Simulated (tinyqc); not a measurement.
What moves the results: exchange-split free-electron bands and tunnelling magnetoresistance. A value that a table varies takes the place of the one given here.

Majority and minority bands E = c k^2/m -/+ Dx/2, c = hbar^2/2m0, so k_up = sqrt(m (EF + Dx/2)/c), k_dn = sqrt(m (EF - Dx/2)/c); n_s = k_s^3/(6 pi^2), D_s = m k_s/(4 pi^2 c).

Barrier: kappa = sqrt(mb phi/c), c = hbar^2/2m0. With a = k1/m, b = k2/m, w = kappa/mb, the transmission at normal incidence is T(k1, k2) = 4 a b w^2/[w^2 (a + b)^2 + (w^2 + a^2)(w^2 + b^2) sinh^2(kappa d)]. Parallel: G_P = T(up, up) + T(dn, dn); antiparallel: G_AP = 2 T(up, dn); TMR = (G_P - G_AP)/G_AP. Julliere: TMR = 2 P^2/(1 - P^2). Slonczewski factor: P_eff = P_k (w^2 - a_up a_dn)/(w^2 + a_up a_dn), P_k = (k_up - k_dn)/(k_up + k_dn).

Constants: hbar^2/2m0 = 3.80998211 eV angstrom^2.

Parameters, chosen for this exercise: EF = 5.18 eV (Fermi energy above the mean band bottom); Dx = 5.2 eV (exchange splitting); m = 1.21 m0 (mass in the electrodes); mb = 0.48 m0 (mass in the barrier); d = 7.8 angstrom (barrier thickness); phi = 2.97 eV (barrier height above EF).

## Barrier height

Results:
```
phi (eV)  w (1/angstrom)    P_eff  TMR (%)       G_P
0.20               0.331  -0.2147     7.26     0.264
0.40               0.468  -0.1703     5.32     0.143
0.70               0.619  -0.1170     2.77    0.0602
1.0                0.739  -0.0753     1.20    0.0272
1.5                0.906  -0.0228     0.14   0.00836
2.0                1.046   0.0159     0.06   0.00294
3.0                1.281   0.0689     0.95  0.000481
4.0                1.479   0.1035     2.17  0.000101
6.0                1.811   0.1461     4.36  7.18e-06
10                 2.338   0.1879     7.32  1.05e-07
```

What does this show?

P_eff vanishes where w^2 = a_up a_dn, at phi = 1.78 eV, inside the table; the lowest TMR listed is 0.06 % at 2 eV. TMR is 7.3 % at the lowest barrier and 7.3 % at the highest, against 15.6 % for Julliere with P_k; P_eff tends to +P_k for very high barriers and to -P_k for very low ones. G_P falls by 6.4 decades.

## Barrier thickness

Results:
```
d (angstrom)  kappa d       G_P      G_AP  TMR (%)
1               0.612      1.35      1.28     5.15
2               1.223     0.534     0.521     2.40
3               1.835     0.172     0.170     1.37
4               2.447    0.0522    0.0517     1.05
6               3.670   0.00457   0.00453     0.93
8               4.894  0.000396  0.000392     0.92
10              6.117  3.43e-05  3.40e-05     0.92
13              7.952  8.73e-07  8.65e-07     0.92
16              9.787  2.22e-08  2.20e-08     0.92
20             12.234  1.67e-10  1.65e-10     0.92
```

How do the results move?

For thick barriers each angstrom costs a factor exp(2 kappa) = 3.40 in both conductances, and TMR settles at 0.92 % (the interface factor, which vanishes at (kappa/mb)^2 = k_up k_dn/m^2, reduces it below the value from the polarisation of k alone); it is within 0.1 point of that from d = 6 angstrom on. At 1 angstrom it is 5.15 %, where the barrier is thin and the mismatch of k_up and k_dn starts to rule, as it does fully for d -> 0.

## Exchange splitting

Dx takes the listed multiples of 2 EF.

Results:
```
Dx/(2 EF)    k_up    k_dn     P_k   P_eff  TMR (%)
0.10       1.3452  1.2168  0.0501  0.0093     0.02
0.20       1.4050  1.1472  0.1010  0.0194     0.08
0.35       1.4903  1.0341  0.1807  0.0386     0.30
0.50       1.5709  0.9069  0.2679  0.0672     0.91
0.65       1.6475  0.7588  0.3693  0.1148     2.67
0.80       1.7208  0.5736  0.5000  0.2067     8.92
0.90       1.7680  0.4056  0.6268  0.3363    25.51
0.97       1.8002  0.2222  0.7803  0.5556    89.30
```

What can be read from the table?

P_k rises from 0.050 to 0.780, and TMR goes from 0.02 % to 89.3 %, steadily. At Dx = 2 EF the minority band is empty (a half metal) and G_AP vanishes.

## What moves the magnetoresistance

All results formed anew. Each row changes one parameter from the base and keeps the others.

Results:
```
case                 P_k   P_eff  TMR (%)       G_P
base              0.2691  0.0676     0.92  0.000506
Dx = 5.46 eV      0.2849  0.0739     1.10  0.000500
EF = 5.698 eV     0.2415  0.0465     0.43  0.000524
phi = 3.861 eV    0.2691  0.0995     2.00  0.000124
mb = 0.384 m0     0.2691  0.0949     1.82   0.00131
d = 9.8 angstrom  0.2691  0.0676     0.92  4.38e-05
m = 1.452 m0      0.2691  0.0900     1.64  0.000484
```

What can be read from the table?

The largest shifts from the base row, up to three for each result and ties (the steps differ in size, so this ranks the rows, not the parameters). P_k: EF -0.0277, Dx +0.0158; unchanged at the printed digits by phi, mb, d and m. P_eff: phi +0.0318, mb +0.0273, m +0.0224; unchanged at the printed digits by d. TMR (%): phi +1.08, mb +0.90, m +0.72; unchanged at the printed digits by d. G_P: mb +0.000806, d -0.000462, phi -0.000381.

Run: tinyqc, `OMP_NUM_THREADS=1 python tinyqc.py 1681766 1681767 out.jsonl`; Intel(R) Xeon(R) Processor @ 2.30GHz, one thread, shared host; about 0.01 s of CPU time with all checks.
